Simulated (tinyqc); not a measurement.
Kronig-Penney superlattice by transfer matrices: one step. In a field along the axis. Four cases, with inputs chosen for the exercise.

Question. One-band picture: ladder spacing e F d, Bloch frequency e F d/(2 pi hbar), and extent W/(e F) of a Stark state, with W the width of band 1; 1 kV/cm = 1e-5 V/angstrom.

Constants: hbar = 6.58211957e-16 eV s.

Give: e F d; Bloch frequency; W/(e F d).

Case 1.

Values chosen (out of a larger set: near those of an InGaAs superlattice with barriers of InAlAs; not measured data): a = 49 angstrom (well width); b = 33 angstrom (barrier width); F = 2 kV/cm (field along the axis).

Minibands:
```
band  bottom (eV)  top (eV)  width (meV)
1        0.122732  0.138542       15.810
2        0.471921  0.585164      113.242
3        0.817533  1.140467      322.934
```

Answer.

e F d = 1.640 meV
Bloch frequency = 0.397 THz
W/(e F d) = 9.64 periods

The state spreads over about 10 periods.

Case 2.

Values chosen (out of a larger set: near those of a GaAs superlattice with barriers of AlGaAs; not measured data): a = 104 angstrom (well width); b = 25 angstrom (barrier width); F = 2 kV/cm (field along the axis).

Minibands:
```
band  bottom (eV)  top (eV)  width (meV)
1        0.024909  0.032874        7.965
2        0.099691  0.132268       32.578
3        0.222860  0.299821       76.961
```

Answer.

e F d = 2.580 meV
Bloch frequency = 0.624 THz
W/(e F d) = 3.09 periods

The state spreads over about 3 periods.

Case 3.

Values chosen (out of a larger set: near those of a GaAs superlattice with barriers of AlGaAs; not measured data): a = 110 angstrom (well width); b = 33 angstrom (barrier width); F = 2 kV/cm (field along the axis).

Minibands:
```
band  bottom (eV)  top (eV)  width (meV)
1        0.025477  0.028312        2.834
2        0.100556  0.113640       13.084
3        0.218534  0.256453       37.919
```

Answer.

e F d = 2.860 meV
Bloch frequency = 0.692 THz
W/(e F d) = 0.99 periods

The state is confined to about one period: the miniband has broken into a ladder of single-well levels.

Case 4.

Values chosen (out of a larger set: near those of a strained Si superlattice with barriers of SiGe; not measured data): a = 28 angstrom (well width); b = 16 angstrom (barrier width); F = 20 kV/cm (field along the axis).

Minibands:
```
band  bottom (eV)  top (eV)  width (meV)
1        0.027301  0.029515        2.214
2        0.101525  0.115282       13.757
3        0.194392  0.248377       53.985
```

Answer.

e F d = 8.800 meV
Bloch frequency = 2.128 THz
W/(e F d) = 0.25 periods

The state is confined to about one period: the miniband has broken into a ladder of single-well levels.

Computed by tinyqc, one run a case: `OMP_NUM_THREADS=1 python tinyqc.py N N+1 out.jsonl` with N = 1281733, 1281788, 1281834, 1281899; one thread of a shared Intel(R) Xeon(R) Processor @ 2.30GHz, about 0.08 s a run at most.
